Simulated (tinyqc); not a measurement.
Length of a molecular wire: coherent transport through a tight-binding bridge. Computed by the program tinyqc. Command: `OMP_NUM_THREADS=1 python tinyqc.py 115047 115048 out.jsonl`; one thread of a shared host (Intel(R) Xeon(R) Processor @ 2.60GHz), about 0.9 s.

A uniform bridge between two chains:
```
parameter,value
site energy (eV),1.650000
hopping in the bridge (eV),0.680000
lead hopping (eV),2.310000
couplings (eV),"0.35, 0.42"
E (eV),0.030000
```

T = Gamma_L Gamma_R |G_1n|^2 with the self-energies of semi-infinite chains.

Transmission against length:
```
sites,T,ln T
2,1.5913e-03,-6.4432
3,4.5372e-04,-7.6980
4,1.3280e-04,-8.9267
5,3.9167e-05,-10.1477
6,1.1578e-05,-11.3664
7,3.4247e-06,-12.5845
8,1.0132e-06,-13.8024
9,2.9979e-07,-15.0202
10,8.8702e-08,-16.2380
```

E lies outside the band of the bridge (|E - e|/2h = 1.191 > 1), so T decays as exp(-beta n) with beta = 2 arccosh(1.191) = 1.2178 a site; the last two rows give 1.2178.
